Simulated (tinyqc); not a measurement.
Gate sheet resistance from two finger widths.

Problem. At low frequency R = Rsh Wf/(3 L) + B/Wf, where B collects the channel and vertical terms. Find Rsh, B and the width of lowest R.

Inputs (values chosen for the exercise): channel length L = 0.53 um.

input resistance of single fingers, contacted at one end, of width 0.53 and 12 um (ohm): 457.49686  125.66038

Answer. R Wf is a straight line in Wf^2; the minimum of R lies where both terms are equal.

Rsh = 14.00 ohm/square
B = 240.0 ohm um
width of lowest R = 5.221 um

tinyqc, about 0.01 s, one thread, Intel Xeon 2.30GHz (shared host): `OMP_NUM_THREADS=1 python tinyqc.py 2262082 2262083 out.jsonl`
